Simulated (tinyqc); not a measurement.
Decay of LO phonons and the hot-phonon bottleneck in the cooling of electrons: one step, computed by the program tinyqc.

n(E, T) = 1/(exp(E/(k_B T)) - 1) is the Bose occupation. Electrons have a temperature T_e; the LO modes within their reach share one occupation N; the decay products stay at the lattice temperature.

Task: Spontaneous emission time. Froehlich coupling alpha = (e^2/(4 pi eps_0)) (1/eps_inf - 1/eps_s) k_0/(2 hbar omega), k_0 = sqrt(m* hbar omega/(hbar^2/(2 m_0))); emission time tau_sp = hbar/(2 alpha hbar omega); bottleneck ratio r = (n/N_m) tau/tau_sp.

Inputs (values chosen for the exercise, modelled on gallium nitride):
```
quantity,value,unit
LO energy hbar omega,90.9,meV
lattice temperature T,300,K
electron mass m*,0.208,m_0
eps_inf,5.43,-
static dielectric constant eps_s,9.32,-
electron density n,1.4e+19,1/cm^3
"density of LO modes that the electrons reach, N_m",7.1e+19,1/cm^3
```

Decay channel: two unequal phonons (Ridley).

phonon lifetime tau = 1.715213 ps

Constants: e^2/(4 pi eps_0) = 14.39964548 eV angstrom; hbar^2/(2 m_0) = 3.80998212 eV angstrom^2; hbar = 6.582119569e-16 eV s.

Give: alpha; emission time tau_sp; bottleneck ratio r.

Result:

alpha = 0.42889

emission time tau_sp = 8.4417 fs

bottleneck ratio r = 40.065

r compares the rate at which electrons exchange quanta with a mode to its decay rate. Exchange outruns decay, so a hot population builds up if the power is high enough.
